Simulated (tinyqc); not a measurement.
Pair of shallow donors (hydrogen-like orbitals): one step. One electron on two donors. Three cases, with inputs chosen for the exercise.

Problem. Give both levels, the splitting D = |E(-) - E(+)| and the tunnelling frequency D/(2 pi hbar).

Each donor has the orbital exp(-r/a); energy unit Ha* = q/(eps a), q = e^2/(4 pi eps0), so that a lone donor is bound by Ha*/2; x = R/a. One electron: S = (1 + x + x^2/3) exp(-x), j = 1/x - (1 + 1/x) exp(-2x), k = (1 + x) exp(-x); levels E(+/-) = -1/2 - (j +/- k)/(1 +/- S) in Ha*, without the repulsion of the ions, split by D = |E(-) - E(+)|. In six valleys the overlaps S and k are multiplied by v = [cos(K Rx) + cos(K Ry) + cos(K Rz)]/3, K = k0 (2 pi/a_lat), for isotropic envelopes and the symmetric valley state.

Constants: hbar = 6.58211957e-16 eV s.

Case 1.

Ha* = 67.18760 meV
x = 4.117849
v = 0.445640

Case 2.

Ha* = 67.46461 meV
x = 5.386220
v = 0.190063

Case 3.

Ha* = 77.68056 meV
x = 4.139242
v = 0.216651

Give: E(+), E(-); D; frequency.

Solution.

Case 1.

E(+), E(-) (meV): [-51.021, -48.563]

D = 2.458 meV
frequency = 594.3 GHz

The second ion deepens the mean level by 16.20 meV, against Ha*/x = 16.32 meV for a point charge. Without the valley factor D would be 5.66 meV; v is positive, so the even combination lies lower.

Case 2.

E(+), E(-) (meV): [-46.453, -46.053]

D = 0.4000 meV
frequency = 96.72 GHz

The second ion deepens the mean level by 12.52 meV, against Ha*/x = 12.53 meV for a point charge. Without the valley factor D would be 2.12 meV; v is positive, so the even combination lies lower.

Case 3.

E(+), E(-) (meV): [-58.234, -56.880]

D = 1.354 meV
frequency = 327.5 GHz

The second ion deepens the mean level by 18.72 meV, against Ha*/x = 18.77 meV for a point charge. Without the valley factor D would be 6.43 meV; v is positive, so the even combination lies lower.

Computed by tinyqc, one run a case: `OMP_NUM_THREADS=1 python tinyqc.py N N+1 out.jsonl` with N = 1280863, 1280999, 1281003; one thread of a shared Intel(R) Xeon(R) Processor @ 2.30GHz, about 0.01 s a run at most.
